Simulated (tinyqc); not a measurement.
Inside a calculation. Method: coherent transport through a tight-binding region between two chains. One step of it, computed by the program tinyqc.

Problem. Transmission at E = -0.62 eV. Surface Green function g = (E - i sqrt(4 t^2 - E^2)) / (2 t^2); self-energy tc^2 g on each contact site; G = (E - H - Sigma)^(-1); Gamma = -2 Im Sigma; T = Gamma_L Gamma_R |G_LR|^2; local density of states -Im G_ii / pi.

H of the central region (eV), lower triangle:
```
,1,2,3,4
1,-0.860000
2,-1.580000,0.260000
3,0.000000,-0.470000,0.390000
4,0.000000,0.000000,-1.290000,0.000000
```

Leads: semi-infinite chains with site energy 0:
```
parameter,value
lead hopping t (eV),2.510000
coupling to the left lead (eV),0.760000
coupling to the right lead (eV),0.740000
left contact site,1
right contact site,4
```

E = -0.620000 eV

Give: g; G; local density of states; transmission.

Solution.

g = -0.0492-0.3954i 1/eV

G (1/eV), lower triangle:
```
,1,2,3,4
1,0.3524-0.0506i
2,0.5657-0.0423i,-0.1022-0.0746i
3,-0.1254+0.0909i,0.0344+0.0027i,0.4859-0.3004i
4,-0.3043+0.0866i,0.0642+0.0293i,1.1431-0.2362i,0.8716-0.1956i
```

local density of states (1/eV): 0.0161  0.0237  0.0956  0.0623

transmission = 0.0198
